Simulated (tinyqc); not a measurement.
LCCD on RHF in the sto-3g basis, for H2, spin multiplicity 1, step by step. One step of it, computed by the program tinyqc.

Task: LCCD: starting amplitudes. t_ij^ab = <ij||ab> / (e_i + e_j - e_a - e_b), whose energy is MP2.

orbital energies (hartree): MO1 -0.550634, MO2 0.603500

Two-electron integrals over orbitals (pq|rs), unique and non-zero (hartree):
```
p,q,r,s,(pq|rs)
1,1,1,1,0.661434
2,1,2,1,0.185208
2,2,1,1,0.651762
2,2,2,2,0.685018
```

Give: Starting amplitudes; correlation energy.

Result:

Starting amplitudes (spin orbitals 1a, 1b, ...; amplitudes related by a flip of all spins are not repeated):
```
from,to,t
1a 1b,2a 2b,-0.0802
```

correlation energy = -0.014860 hartree
